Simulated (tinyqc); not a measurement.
Polycrystalline film, grain-boundary barriers (Seto model): effect of the temperature.

One-dimensional grains of size Lg with donors N; each boundary has Qt acceptor-like traps per area at one level Et below the band edge. Trapped electrons qt deplete a width w = qt/N (both sides together) and raise a barrier Vb = q N w^2/(8 eps0 eps_r). Current crosses the barriers by thermionic emission at small bias. Abrupt depletion, full ionisation, Boltzmann statistics.

Nc is given at 300 K and scales as (T/300 K)^1.5; mg and vc are fixed. Partly depleted grains: the density at the grain centre is n0 = N and qt = Qt/(1 + 2 (Nc/N) exp((Vb - Et)/Vt)). If that gives qt >= N Lg, the grains are fully depleted: qt = N Lg, w = Lg and n0 = 2 Nc exp((Vb - Et)/Vt)/(Qt/(N Lg) - 1). Resistivity: barriers rb = Vt exp(Vb/Vt)/(q n0 vc Lg), grain interior rg = (1 - w/Lg)/(q mg N); effective mobility 1/(q N (rb + rg)).

Parameters, values chosen for the exercise; values close to those of polycrystalline silicon:
```
symbol   value        unit                                                         meaning
eps_r     11.7                                  relative permittivity of the semiconductor
Lg         120          nm                                                      grain size
Qt      2.1e12       cm^-2                                      trap density at a boundary
N         6e16       cm^-3                                                   donor density
mg         240  cm^2/(V s)                                         mobility inside a grain
vc       4.5e6        cm/s                              collection velocity at the barrier
Nc      2.8e19       cm^-3  conduction-band density of states at the reference temperature
Et        0.55          eV                                  trap level below the band edge
```

Constants: q = 1.602176634e-19 C, kB = 1.380649e-23 J/K, Vt = kB T/q, eps0 = 8.8541878128e-14 F/cm where lengths are in cm. Results are converted to the units shown.

The same in every row: w/Lg = 1.000; Vb (V) = 0.1670.

Effect of the temperature:
```
T (K),n0 (cm^-3),resistivity (ohm cm)
220,3.094e10,4.748e8
250,4.232e11,1.370e7
280,3.370e12,8.400e5
310,1.824e13,8.794e4
340,7.421e13,1.365e4
370,2.431e14,2856
400,6.728e14,753.3
430,1.628e15,238.7
```

As T goes from 220 to 430 K, the barrier stays at 0.167 V and the resistivity falls from 4.75e8 to 239 ohm cm. The grains are fully depleted in 8 of the 8 rows. The activation energy between the first two rows is 0.560 eV.

Program tinyqc, `OMP_NUM_THREADS=1 python tinyqc.py 2610006 2610007 out.jsonl`; Intel Xeon 2.30GHz, shared host, one thread, about 0.01 s.
